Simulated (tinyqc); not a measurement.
Speed against selectivity over temperature: anisotropic wet etching of Si(100): plane rates, V-grooves, membranes and undercut. Computed by tinyqc, a small Python program. Command: `OMP_NUM_THREADS=1 python tinyqc.py 3002351 3002352 out.jsonl wetetch walk`. One thread of a shared host (Intel(R) Xeon(R) Processor @ 2.30GHz), about 0.01 s of CPU time with the checks.

A long slot opens the mask on a (100) wafer. The floor etches at R100; (111) walls stand at theta = arctan(sqrt2) = 54.7356 degrees to the surface and recede at R111 along their normal.

Inputs (values chosen for the exercise, close to those used for potassium hydroxide solutions): prefactor k0 of the (100) rate = 4.4e+08 um/min; activation energy of (100), E = 0.596 eV; ratio (100)/(111) at 80 C = 140; extra energy of (111), dE = 0.08 eV; ratio (100)/oxide at 80 C = 150; extra energy of the oxide, dE_ox = 0.23 eV; misalignment of the mask = 0 degrees; wafer thickness d = 380 um; membrane thickness wanted = 46 um.

Constants: k_B = 8.617333262e-05 eV/K.

Method:
- R100 = k0 exp(-E/(k_B T)); a ratio given at 80 C scales as exp[(extra energy/k_B)(1/T - 1/353.15 K)]; R111 and R_ox follow by division.
- Temperatures in kelvin are T(C) + 273.15.
- Each row etches to the depth d - membrane; undercut per side = (R111/sin(theta) + R100 sin(misalignment)) x time.

Etching to a fixed depth:
```
T (C)  R100 (um/min)  R100/R111  time (h)  undercut (um)  oxide consumed (nm)
30            0.0543     215.99    102.44         1.8939                640.2
40            0.1126     195.87     49.44         2.0885                848.0
50            0.2230     178.70     24.96         2.2892               1103.9
60            0.4240     163.93     13.13         2.4953               1414.5
70            0.7765     151.15      7.17         2.7064               1786.5
80            1.3740     140.00      4.05         2.9219               2226.7
90            2.3561     130.22      2.36         3.1412               2741.8
100           3.9251     121.60      1.42         3.3640               3338.7
```

From 30 to 100 C the time falls by a factor 72.2, while the oxide loss grows by 5.22 and the undercut by 1.78: the slower planes and the mask have the higher activation energies, so heat costs selectivity.
